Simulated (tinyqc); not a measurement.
# A discretised effective-mass wire between two leads, recursive Green functions: effects of single changes

Finite differences on a grid of step a give a chain with hopping -t, t = C/(m a^2), C = hbar^2/(2 m0), and site energies 2 t + U_i for the N = 5 sites of the device; the semi-infinite leads have site energy 2 t. Each slice is one site, and V = -t couples neighbouring slices.

Values chosen for this exercise: effective mass m = 0.25 m0; grid step a = 0.15 nm; potential on the sites 1 to N U = [0, 3.2, 3.2, 0, 0] eV; energy above the band bottom of the leads E = 2.929 eV.

Constants: q = 1.602176634e-19 C, hbar = 1.054571817e-34 J s, m0 = 9.1093837015e-31 kg, hbar^2/(2 m0) = 0.0380998212 eV nm^2. Results are converted to the units shown.

Each table varies one quantity; the others keep the values above.

## Convergence with the grid step

A flat barrier of height U0 = 3.2 eV and width d = 0.3 nm is laid on n sites with a = d/n (U = U0 on each, N = n). Sigma = t^2 g(E - 2 t), g(x) = (x - i sqrt(4 t^2 - x^2))/(2 t^2) for |x| < 2 t and (x - sign(x) sqrt(x^2 - 4 t^2))/(2 t^2) otherwise; Gamma = i (Sigma - Sigma^dagger); both leads give the same. Forward pass: g_1 = (E - H_1 - Sigma)^(-1), g_i = (E - H_i - V g_(i-1) V^dagger)^(-1), with Sigma also subtracted on the last slice; G_(i,1) = g_i V G_(i-1,1), starting from g_1. H_i is the block of slice i, its site energy. T(E) = Tr[Gamma G_(N,1) Gamma G_(N,1)^dagger]. The continuum value is 1/[1 + U0^2 sinh^2(K d)/(4 E (U0 - E))], K = sqrt(m (U0 - E)/C) (sin and k above the barrier).

Convergence with the grid step:
```
n	a (nm)	t (eV)	T(E)	error (%)
1	0.3000	1.693	0.5237	-19.1
2	0.1500	6.773	0.6242	-3.61
4	0.07500	27.09	0.6420	-0.850
8	0.03750	108.4	0.6462	-0.209
16	0.01875	433.5	0.6472	-0.0522
32	0.009375	1734	0.6475	-0.0130
64	0.004687	6936	0.6475	-3.26e-3
```

What does the table show?

The continuum value is 0.64755. The error goes from -19 % to -0.0033 %, and the last halving of a cuts it by a factor of 4.0: second order, since the lattice band 2 t (1 - cos ka) departs from the parabola at order (ka)^4.

## Effect of the strength of the potential

Same model as above.

All U are multiplied by the factor sc.

Results:
```
sc	T(E)	reflection, modes - T(E)
0	1.000	0
0.38	0.9401	0.05995
0.75	0.7689	0.2311
1.12	0.5562	0.4438
1.5	0.3722	0.6278
1.88	0.2449	0.7551
2.62	0.1134	0.8866
3	0.07936	0.9206
```

Estimate the missing row, sc = 2.25.

Computed row:
```
sc	T(E)	reflection, modes - T(E)
2.25	0.1648	0.8352
```

With this row back in the table: T(E) falls from 1.00 to 0.0794. At sc = 0 the device equals the leads and transmits all 1 open mode(s). Between the first two non-zero rows the reflection goes as sc^(1.98); weak scattering gives sc^2.

## Transmission against energy

Same model as above.

Results:
```
E (eV)	open modes	T(E)	T(E) per open mode
0.096	1	0.040199	0.040199
0.621	1	0.22072	0.22072
1.147	1	0.35397	0.35397
1.672	1	0.45593	0.45593
2.197	1	0.53652	0.53652
2.723	1	0.60188	0.60188
3.248	1	0.65569	0.65569
3.773	1	0.70078	0.70078
4.299	1	0.73914	0.73914
4.824	1	0.77200	0.77200
5.875	1	0.82534	0.82534
6.4	1	0.84716	0.84716
```

Estimate the missing row, E = 5.349 eV.

Computed row:
```
E (eV)	open modes	T(E)	T(E) per open mode
5.349	1	0.80045	0.80045
```

With this row back in the table: T(E) lies between 0.0402 (E = 0.096 eV) and 0.847 (E = 6.4 eV) in these rows. The leads offer 1 open mode(s), of which the mean share 0.58 is transmitted. In 5 of the 13 rows E exceeds 0.6 t, where the lattice band lies more than 5 % below the parabola at the same k, so the grid is coarse for a continuum model.

tinyqc, about 0.02 s, one thread, Intel Xeon 2.30GHz (shared host): `OMP_NUM_THREADS=1 python tinyqc.py 2660121 2660122 out.jsonl`
